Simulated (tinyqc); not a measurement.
MOSFET in the linear regime without short-channel effects, parameter extraction from computed curves: extraction methods against the body factor.

Inversion charge Q = Cox n Vt W0(exp((Vg - VT)/(n Vt))), W0 the Lambert function and n = nf; u = Q/Cox; mobility mu = mu0/(1 + th1 u + th2 u^2); channel resistance Rch = (L - dL)/(W mu Q); Id = Vd/(Rch + Rsd/W). Cox = eps0 eox/tox. Small Vd, no channel-length or drain effects.

From the continuous curve Id(Vg): tangent at peak gm (V_ext = Vg - Id/gm); constant current Id = 0.1 uA W/L; peak of d2Id/dVg2; Y = Id/sqrt(gm) drawn through Vg = VT + 0.6 and VT + 0.8 V, with intercept VT_Y and slope s. Mobilities gm,max L/(W Cox Vd) and s^2 L/(W Cox Vd) with the drawn L. Last column: share of Rsd/W in the total resistance at VT + 0.8 V.

Values chosen for this exercise; channel values of the order met in silicon transistors: temperature T = 200 K; relative permittivity of the gate insulator (close to silicon dioxide) eox = 3.9; insulator thickness tox = 1.6 nm; low-field mobility mu0 = 260 cm^2/(V s); first mobility attenuation factor th1 = 0.68 1/V; second mobility attenuation factor th2 = 0.27 1/V^2; threshold voltage VT = 0.61 V; gate width W = 0.5 um; drawn gate length L = 0.5 um; drawn less effective length dL = 0.009 um; source plus drain resistance Rsd = 430 ohm um; drain voltage Vd = 0.025 V.

Constants: q = 1.602176634e-19 C, kB = 1.380649e-23 J/K, Vt = kB T/q, eps0 = 8.8541878128e-14 F/cm where lengths are in cm. Results are converted to the units shown.

Extraction methods against the body factor:
```
nf	V_ext (V)	constant current (V)	second derivative (V)	VT_Y (V)	mobility from gm (cm^2/(V s))	mobility from Y (cm^2/(V s))	series share (%)
1	0.610	0.602	0.605	0.718	181	359	18.0
1.1	0.609	0.598	0.604	0.719	178	355	18.0
1.2	0.608	0.595	0.603	0.719	175	351	17.9
1.3	0.606	0.591	0.602	0.720	172	348	17.9
1.4	0.605	0.587	0.602	0.720	170	344	17.8
1.5	0.604	0.583	0.601	0.720	167	341	17.8
1.6	0.602	0.579	0.600	0.720	165	338	17.7
1.7	0.601	0.575	0.599	0.720	163	335	17.7
```

Read the table: what changes, and by how much?

The model has VT = 0.61 V and mu0 = 260 cm^2/(V s). Over the table the extracted thresholds move by 9.0 mV (tangent), 26 mV (constant current), 6.0 mV (second derivative), 2.0 mV (Y function). The mobility from gm falls from 181 to 163 and that from Y falls from 359 to 335 cm^2/(V s).

Numbers from tinyqc (`OMP_NUM_THREADS=1 python tinyqc.py 2210133 2210134 out.jsonl`; about 0.01 s on one thread of a shared Intel Xeon 2.30GHz).
